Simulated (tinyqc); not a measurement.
Anisotropic elasticity and sound waves of a cubic crystal: one step, computed by the program tinyqc. Command: `OMP_NUM_THREADS=1 python tinyqc.py 3014486 3014487 out.jsonl cubicelastic walk`. One thread of a shared host (Intel(R) Xeon(R) Processor @ 2.30GHz), about 0.01 s of CPU time with the checks.

Voigt order 1..6 = xx, yy, zz, yz, xz, xy, with engineering shear strains. The rotated frame has x' as named, z' along the wafer normal and y' = z' x x'.

Task: Sound waves along the wave normal. In the cube axes, with unit normal n: G_ij = (C12 + C44) n_i n_j + (C44 - H n_i^2) delta_ij, eigenvalues rho v^2, eigenvectors u (columns, largest component positive). Group velocity V_i = [(C12 + C44)(u.n) u_i + C44 n_i - H u_i^2 n_i]/(rho v); its angle to n has cosine v/|V|.

Inputs (values chosen for the exercise, modelled on germanium): C12 = 47.63 GPa; C44 = 67.08 GPa; density rho = 5.319 g/cm^3.

Frame: (001) wafer, x' along [110].

wave normal (not normalised): 5  1.5  1.2

H = 54.09 GPa

Give: Christoffel matrix; phase velocities; polarisations; group speeds; angles between V and n.

Result:

Christoffel matrix (GPa):
```
       x     y     z
x  119.9  30.0  24.0
y   30.0  71.8   7.2
z   24.0   7.2  70.1
```

phase velocities (m/s): 3224  3464  5180

polarisations:
```
      slow     fast  longitudinal
x  -0.5095  -0.0427        0.8594
y   0.7164  -0.5743        0.3962
z   0.4766   0.8176        0.3231
```

group speeds (m/s): 3469  3506  5294

angles between V and n (degree): 21.64  8.86  11.88

Energy flows off the wave normal by up to 21.6 degrees, for the slow transverse wave.
